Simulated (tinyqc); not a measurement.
Donor in an ellipsoidal valley (Kohn-Luttinger variational method). From best beta back to longitudinal mass m_l. Computed by tinyqc, a small Python program. Command: `OMP_NUM_THREADS=1 python tinyqc.py 3016354 3016355 out.jsonl kohnlutt inv`. One thread of a shared host (Intel(R) Xeon(R) Processor @ 2.30GHz), about 0.1 s of CPU time with the checks.

H = -(d^2/dx^2 + d^2/dy^2) - gamma d^2/dz^2 - 2/r in units built on m_t, with gamma = m_t/m_l and z along the valley axis. One valley; no valley-orbit or central-cell term.

Inputs (values chosen for the exercise, modelled on germanium): transverse mass m_t = 0.0825 m_0; dielectric constant eps = 15.2.

Constants: Ry = 13.605693123 eV; a_0 = 0.529177210903 angstrom.

Method:
- Ry* = Ry m_t/eps^2, a* = a_0 eps/m_t, gamma = m_t/m_l.
- Trial function exp(-sqrt((x^2 + y^2)/a^2 + z^2/b^2)) with beta = b/a < 1: E = t/a^2 - u/a, t = (2 + gamma/beta^2)/3, u = 2 arcsin(sqrt(1 - beta^2))/sqrt(1 - beta^2); the best a is 2 t/u and E(beta) = -u^2/(4 t).
- Golden-section search on beta from 0.05 to 0.999, 60 steps.

Question. A run gave the result below. Find the longitudinal mass m_l, known to lie between 1.2 and 2 m_0.

best beta = 0.3577951

Answer.

Each step takes the trial c = (a f_b - b f_a)/(f_b - f_a), f being the result less the target and a, b, c the logarithms of the listed values; c replaces end b, the old b replaces a if the sign of f changed, and otherwise f_a is halved.

Scan of the range:
```
longitudinal mass m_l (m_0)  best beta
1.20                          0.391598
1.31                          0.379947
1.42                          0.369551
1.55                          0.358587
1.69                          0.348090
1.84                          0.338076
2.00                          0.328543
```

False position (Illinois rule, in the logarithm of the input) inside the bracket:
```
step    end a    end b    trial  best beta
1     1.55000  1.69000  1.56014   0.357784
2     1.55000  1.56014  1.55986   0.357806
3     1.56014  1.55986  1.56000   0.357795
4     1.55986  1.56000  1.56000   0.357795
5     1.55986  1.56000  1.56000   0.357795
6     1.56000  1.56000  1.56000   0.357795
7     1.56000  1.56000  1.56000   0.357795
8     1.56000  1.56000  1.56000   0.357795
9     1.56000  1.56000  1.56000   0.357795
10    1.56000  1.56000  1.56000   0.357795
11    1.56000  1.56000  1.56000   0.357795
12    1.56000  1.56000  1.56000   0.357795
```

Best beta falls at every point of a 13-point scan of the range (every second point is shown), so one value fits; it is bracketed by 1.55 and 1.69. Answer: longitudinal mass m_l = 1.560 m_0.
